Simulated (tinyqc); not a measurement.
MOSFET in the linear regime without short-channel effects, parameter extraction from computed curves: two steps of the calculation.

Inversion charge Q = Cox n Vt W0(exp((Vg - VT)/(n Vt))), W0 the Lambert function and n = nf; u = Q/Cox; mobility mu = mu0/(1 + th1 u + th2 u^2); channel resistance Rch = (L - dL)/(W mu Q); Id = Vd/(Rch + Rsd/W). Cox = eps0 eox/tox. Small Vd, no channel-length or drain effects.

Parameters, values chosen for the exercise; channel values of the order met in silicon transistors: temperature T = 300 K; relative permittivity of the gate insulator (close to silicon dioxide) eox = 3.9; insulator thickness tox = 1.3 nm; low-field mobility mu0 = 110 cm^2/(V s); first mobility attenuation factor th1 = 0.41 1/V; second mobility attenuation factor th2 = 0 1/V^2; threshold voltage VT = 0.5 V; body factor nf = 1.32; gate width W = 10 um; drawn gate length L = 0.13 um; drawn less effective length dL = 0.013 um; source plus drain resistance Rsd = 190 ohm um; drain voltage Vd = 0.025 V.

Constants: q = 1.602176634e-19 C, kB = 1.380649e-23 J/K, Vt = kB T/q, eps0 = 8.8541878128e-14 F/cm where lengths are in cm. Results are converted to the units shown.

Question 1. Transfer curve. u, mu, Rch and Id as defined.

| point | Vg (V) |
|---|---|
| 0 | 0.3 |
| 1 | 0.4 |
| 2 | 0.5 |
| 3 | 0.6 |
| 4 | 0.7 |
| 5 | 0.8 |
| 6 | 0.9 |
| 7 | 1 |
| 8 | 1.1 |
| 9 | 1.2 |
| 10 | 1.3 |
| 11 | 1.4 |

Wanted: u; mu; Rch; Id.

Answer 1.

| point | u (V) | mu (cm^2/(V s)) | Rch (ohm) | Id (uA) |
|---|---|---|---|---|
| 0 | 9.694e-5 | 110.0 | 4.131e5 | 0.06052 |
| 1 | 0.001731 | 109.9 | 2.315e4 | 1.079 |
| 2 | 0.01935 | 109.1 | 2085 | 11.88 |
| 3 | 0.07372 | 106.8 | 559.6 | 43.21 |
| 4 | 0.1496 | 103.6 | 284.1 | 82.47 |
| 5 | 0.2343 | 100.4 | 187.3 | 121.2 |
| 6 | 0.3233 | 97.13 | 140.3 | 157.0 |
| 7 | 0.4148 | 94.01 | 113.0 | 189.5 |
| 8 | 0.5079 | 91.04 | 95.26 | 218.8 |
| 9 | 0.6021 | 88.22 | 82.93 | 245.3 |
| 10 | 0.6971 | 85.55 | 73.86 | 269.2 |
| 11 | 0.7927 | 83.02 | 66.93 | 290.9 |

Question 2. The Y function. Y_i = Id_i/sqrt(gm_i). For Id = beta Vd x/(1 + th x), x = Vg - VT, Y = sqrt(beta Vd) x whatever th. Slope s from points 7 and 10; VT_Y = Vg - Y/s at point 10; beta = s^2/Vd; mobility beta L/(W Cox) with the drawn L; th* = (beta Vd x/Id - 1)/x at point 10.

| point | Vg (V) | Id (uA) |
|---|---|---|
| 0 | 0.3 | 0.060516171 |
| 1 | 0.4 | 1.0792344 |
| 2 | 0.5 | 11.879723 |
| 3 | 0.6 | 43.206730 |
| 4 | 0.7 | 82.472168 |
| 5 | 0.8 | 121.15399 |
| 6 | 0.9 | 156.95188 |
| 7 | 1 | 189.45120 |
| 8 | 1.1 | 218.79189 |
| 9 | 1.2 | 245.27135 |
| 10 | 1.3 | 269.21288 |
| 11 | 1.4 | 290.92084 |

| point | gm (uS) |
|---|---|
| 1 | 59.096033 |
| 2 | 210.63748 |
| 3 | 352.96223 |
| 4 | 389.73630 |
| 5 | 372.39858 |
| 6 | 341.48603 |
| 7 | 309.20004 |
| 8 | 279.10078 |
| 9 | 252.10496 |
| 10 | 228.24743 |

Wanted: Y; s; VT_Y; beta; mobility from Y; th*.

Answer 2.

| point | Y (uA^0.5 V^0.5) |
|---|---|
| 1 | 0.14039 |
| 2 | 0.81854 |
| 3 | 2.2998 |
| 4 | 4.1776 |
| 5 | 6.2782 |
| 6 | 8.4934 |
| 7 | 10.774 |
| 8 | 13.096 |
| 9 | 15.447 |
| 10 | 17.819 |

s = 23.485 uA^0.5 V^-0.5
VT_Y = 0.54123 V
beta = 22061 uA/V^2
mobility from Y = 107.97 cm^2/(V s)
th* = 0.73074 1/V

The mobility from Y is 12 % below mu0 L/(L - dL) = 122 cm^2/(V s), which it should reach in deep inversion when th2 = 0.

Numbers from tinyqc (`OMP_NUM_THREADS=1 python tinyqc.py 2210036 2210037 out.jsonl`; about 0.01 s on one thread of a shared Intel Xeon 2.30GHz).
